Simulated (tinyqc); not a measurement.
# Worked calculation: planar ballistic transistor, top-of-the-barrier model

Program tinyqc, `OMP_NUM_THREADS=1 python tinyqc.py 2400021 2400022 out.jsonl`; Intel Xeon 2.30GHz, shared host, one thread, about 0.01 s. Printed values are rounded.

At the top of the source barrier, states moving towards the drain are filled by the source (Fermi level 0) and states moving back by the drain (Fermi level -q Vd); nothing scatters. U is the shift of the band edge there, set by the capacitances CG, CD and CS (the total) and by the charge. Parabolic two-dimensional band; the source is grounded.

Inputs (values chosen for the exercise); mass and valleys close to those of gallium arsenide: temperature T = 300 K; effective mass m = 0.0675 m0; valley degeneracy gv = 1; relative permittivity of the gate insulator eox = 3.9; insulator thickness tox = 3.4 nm; gate control CG/CS aG = 0.9; drain control CD/CS aD = 0.08; band edge at the barrier top above the source Fermi level at zero bias E0 = 0.34 eV; gate voltage Vg = 0.6 V; drain voltage Vd = 0.1 V.

Constants: q = 1.602176634e-19 C, kB = 1.380649e-23 J/K, hbar = 1.054571817e-34 J s, m0 = 9.1093837015e-31 kg, Vt = kB T/q, eps0 = 8.8541878128e-14 F/cm where lengths are in cm. Results are converted to the units shown.

## Density of states, capacitances and charge at zero bias

N0 = gv m kB T/(pi hbar^2), CG = eps0 eox/tox, vT = sqrt(2 kB T/(pi m)), CS = CG/aG, n0 = n at U = 0 and Vd = 0. eta1 = -(E0 + U)/Vt, eta2 = eta1 - Vd/Vt, n = (N0/2)[F_0(eta1) + F_0(eta2)], F_0(x) = ln(1 + exp x). UL = -(aG Vg + aD Vd).

N0 = 7.28946e11 cm^-2
CG = 1.01563 uF/cm^2
CS = 1.12847 uF/cm^2
n0 = 1.41562e6 cm^-2
UL = -0.548 eV

## Iteration 1: self-consistent potential at the barrier top

U at the start (U = UL) = -0.548 eV

eta1 = -(E0 + U)/Vt, eta2 = eta1 - Vd/Vt, n = (N0/2)[F_0(eta1) + F_0(eta2)], F_0(x) = ln(1 + exp x). U(out) = UL + q (n - n0)/CS. Newton step: U(new) = U + (U(out) - U)/(1 + CQ/CS), CQ = (q/Vt) dn/d(eta1) with both F' summed; F_0'(x) = 1/(1 + exp(-x)).

eta1 = 8.04580
eta2 = 4.17763
n = 4.46077e12 cm^-2
U(out) = 0.0853272 eV
CQ = 4.48280 uF/cm^2
U after iteration 1 = -0.420632 eV

## Iteration 2: self-consistent potential at the barrier top

As before.

eta1 = 3.11900
eta2 = -0.749169
n = 1.29366e12 cm^-2
U(out) = -0.364330 eV
CQ = 2.88829 uF/cm^2
U after iteration 2 = -0.404815 eV

## Course of the iteration: self-consistent potential at the barrier top

Stop when U changes by less than 1e-9 eV, or after 90 iterations.

Course of the iteration:
```
iteration     U (eV)  |change| (eV)
1          -0.420632          0.127
2          -0.404815         0.0158
3          -0.404073        7.42e-4
4          -0.404072        1.52e-6
5          -0.404072       6.37e-12
```

Converged in 5 iterations. At the end the number of correct digits about doubles with each step.

## Current, mean velocity and share of the gate voltage

converged U = -0.404072 eV

N0 = gv m kB T/(pi hbar^2), CG = eps0 eox/tox, vT = sqrt(2 kB T/(pi m)), CS = CG/aG, n0 = n at U = 0 and Vd = 0. eta1 = -(E0 + U)/Vt, eta2 = eta1 - Vd/Vt, n = (N0/2)[F_0(eta1) + F_0(eta2)], F_0(x) = ln(1 + exp x). I = q (N0/2) vT [F_(1/2)(eta1) - F_(1/2)(eta2)] per width, F_(1/2)(x) = (2/sqrt(pi)) int_0^infinity u^(1/2)/(1 + exp(u - x)) du. Mean velocity I/(q n). CQ = (q/Vt) dn/d(eta1); the band edge follows the gate as -dU/dVg = aG/(1 + CQ/CS).

eta1 = 2.47840
n = 1.01374e12 cm^-2
I = 404.055 uA/um
mean velocity = 2.48772e7 cm/s
CQ = 2.53453 uF/cm^2
-dU/dVg = 0.277266 eV/V

The carriers from the source are degenerate (eta1 = 2.48), and the mean velocity is 1.20 times vT = sqrt(2 kB T/(pi m)) = 2.07e7 cm/s.
